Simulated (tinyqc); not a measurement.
Where in the gap a trap does harm: carrier lifetime from Shockley-Read-Hall, radiative, Auger and surface recombination. Computed by tinyqc, a small Python program. Command: `OMP_NUM_THREADS=1 python tinyqc.py 3026660 3026661 out.jsonl lifetime walk`. One thread of a shared host (Intel(R) Xeon(R) Processor @ 2.30GHz), about 0.02 s of CPU time with the checks.

Energies are counted from the top of the valence band. Boltzmann statistics, full ionisation, and equal excess densities of electrons and holes.

Inputs (values chosen for the exercise, for a model semiconductor):
```
quantity                          value   unit
gap E_g                            2.36     eV
electron mass m_e                  0.55    m_0
valleys M_c                           3      -
hole mass m_h                     0.803    m_0
temperature T                       300      K
doping N                        1.6e+18  cm^-3
trap level E_t                     1.31     eV
trap density N_t                2.7e+14  cm^-3
electron cross-section sigma_n  4.2e-17   cm^2
hole cross-section sigma_p      2.1e-14   cm^2
```

Doping: p-type. Surface term: two equal surfaces.

Constants: m_0 = 9.1093837015e-31 kg; k_B = 1.380649e-23 J/K; h = 6.62607015e-34 J s; k_B = 8.617333262e-05 eV/K.

Method:
- N_c = 2 M_c (2 pi m_e k_B T/h^2)^(3/2) and N_v = 2 (2 pi m_h k_B T/h^2)^(3/2), masses in units of m_0.
- n_i = sqrt(N_c N_v) exp(-E_g/2 k_B T); majority density N/2 + sqrt(N^2/4 + n_i^2), minority density n_i^2 over it.
- v = sqrt(3 k_B T/m) with m_e or m_h; tau_n0 = 1/(sigma_n v_n N_t), tau_p0 = 1/(sigma_p v_p N_t); n1 = N_c exp(-(E_g - E_t)/k_B T), p1 = N_v exp(-E_t/k_B T).
- Low injection: tau = [tau_p0 (n_0 + n1) + tau_n0 (p_0 + p1)]/(n_0 + p_0). Depleted region (n = p = 0): generation lifetime tau_g = (tau_p0 n1 + tau_n0 p1)/n_i. n1 = N_c exp(-(E_g - E_t)/k_B T), p1 = N_v exp(-E_t/k_B T).

tau_p0 = 1.35318e-08 s

n_0 = 7.82542e-20 cm^-3

N_c = 3.07070e+19 cm^-3

tau_n0 = 5.59951e-06 s

p_0 = 1.60e+18 cm^-3

N_v = 1.80570e+19 cm^-3

n_i = 0.353846 cm^-3

The same trap at other energies:
```
E_t (eV)  SRH lifetime (s)  generation lifetime (s)
0.142           5.8596e-06               1.1762e+12
0.354           5.5996e-06               3.2288e+08
0.590           5.5995e-06               3.5028e+04
0.826           5.5995e-06               3.8001e+00
1.062           5.5995e-06               4.1226e-04
1.180           5.5995e-06               4.3116e-06
1.298           5.5995e-06               1.7389e-06
1.534           5.5995e-06               1.5617e-02
1.770           5.5995e-06               1.4395e+02
2.006           5.5995e-06               1.3269e+06
2.218           5.6006e-06               4.8338e+09
```

What follows from these numbers?

The SRH lifetime (other channels left aside) stays within 10 % of its least value, among these rows, from E_t = 0.142 to 2.218 eV. The generation lifetime has a sharp minimum, among these rows at 1.298 eV and exactly at 1.251 eV, where tau_p0 n1 = tau_n0 p1, since generation needs two thermal jumps and the larger one rules.

Extremes, crossings and ranges named in words are read from the listed rows.
